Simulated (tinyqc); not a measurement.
## Inductance and parasitic capacitance from two readings

Inverse problem. A loss-free coil L in parallel with C shows the apparent inductance L/(1 - w^2 L C), w = 2 pi f. Find L, C and the self-resonance 1/(2 pi sqrt(L C)).

apparent inductance at 3 and 6.4 GHz (nH): [3.3091665, 6.6320356]

Answer. The inverse of the reading is 1/L - w^2 C, a straight line in w^2.

L = 2.90 nH
C = 120 fF
self-resonance = 8.53 GHz

tinyqc, about 0.01 s, one thread, Intel Xeon 2.30GHz (shared host): `OMP_NUM_THREADS=1 python tinyqc.py 2302149 2302150 out.jsonl`
